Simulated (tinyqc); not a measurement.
# Changing the island volume V

Model: strain-driven roughening and islands of a mismatched epitaxial film. Computed by tinyqc, a small Python program. Command: `OMP_NUM_THREADS=1 python tinyqc.py 3006212 3006213 out.jsonl island sweep`. One thread of a shared host (Intel(R) Xeon(R) Processor @ 2.30GHz), about 0.01 s of CPU time with the checks.

Film and substrate share isotropic elastic constants; the film is coherent and biaxially strained.

Inputs (values chosen for the exercise, modelled on Ge on Si):
```
quantity,value,unit
misfit |f|,0.0435,-
shear modulus G,53.1,GPa
Poisson ratio nu,0.26,-
surface energy gamma,0.98,J/m^2
contact angle of the shallow shape theta_1,9.47,degrees
contact angle of the steep shape theta_2,29.7,degrees
facet energy of shape 1 over gamma,1.008,-
facet energy of shape 2 over gamma,1.037,-
```

Constants: e = 1.602176634e-19 C.

Method:
- M = 2 G (1 + nu)/(1 - nu); stress = M f; energy density w = M f^2.
- Shallow faceted island (Tersoff form): E = 4 Gam V^(2/3) tan^(1/3)(theta) - 6 c V tan(theta), Gam = gamma [x/sin(theta) - 1/tan(theta)], x the facet energy over gamma, c = stress^2 (1 - nu)/(2 pi G).
- The barrier is the maximum of E, at V_c = [4 Gam/(9 c)]^3 / tan^2(theta) (1 GPa nm = 1 J/m^2).
- The two energies cross at V_x^(1/3) = 4 [Gam_2 t2^(1/3) - Gam_1 t1^(1/3)]/(6 c (t2 - t1)), t = tan(theta); mu = dE/dV.

One run for each value:
```
island volume V (nm^3),E of shape 1 (eV),E of shape 2 (eV)
0.65,7.7127e-01,3.27
1.20,9.7055e-01,4.27
2.30,1.1132e+00,5.27
4.30,9.9540e-01,5.63
8.00,2.2372e-01,4.13
15.00,-2.0907e+00,-2.03
28.00,-7.6782e+00,-18.50
52.00,-1.9912e+01,-56.37
97.00,-4.5778e+01,-138.78
180.00,-9.7865e+01,-307.83
```

What does the table show, and why?

Over the rows, E of shape 1 (eV) goes from 0.771 through a maximum among these rows, 1.11 at 2.30, to -97.9; E of shape 2 (eV) goes from 3.27 through a maximum among these rows, 5.63 at 4.30, to -308. Each curve rises while the surface term V^(2/3) rules, peaks at V_c, passes zero at (3/2)^3 V_c and then falls with the volume term.

Caution (all rows): a critical island of a few cubic nanometres holds a few hundred atoms at most, and edge energies, left out here, matter. Caution (all rows): the shallow-slope form overstates the relaxation of facets steeper than about 25 degrees.

Extremes, crossings and ranges named in words are read from the listed rows.
